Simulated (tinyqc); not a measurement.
## Cap thickness from the capacitance plateau

Inverse problem. With only the buried channel on, 1/C = 1/Cox + (tc + zc)/(eps0 eps_r), Cox = eps0 eox/tox. Find tc and the oxide-equivalent thickness 3.9 eps0/C.

Inputs (values chosen for the exercise); band and dielectric values close to those of silicon:
```
symbol  value  unit                                                                 meaning
eps_r    11.8                                                         relative permittivity
eox      25.5        relative permittivity of the gate insulator (close to zirconium oxide)
tox        16    nm                                                     insulator thickness
zc        0.8    nm                    depth of the hole centroid below the top of the SiGe
```

Constants: eps0 = 8.8541878128e-14 F/cm where lengths are in cm. Results are converted to the units shown.

plateau of C/Cox with only the buried channel on = 0.53250599

Solution. The cap and the centroid act as a second capacitor in series with the insulator.

tc = 5.70 nm
equivalent thickness = 4.60 nm

Numbers from tinyqc (`OMP_NUM_THREADS=1 python tinyqc.py 2042053 2042054 out.jsonl`; about 0.02 s on one thread of a shared Intel Xeon 2.30GHz).
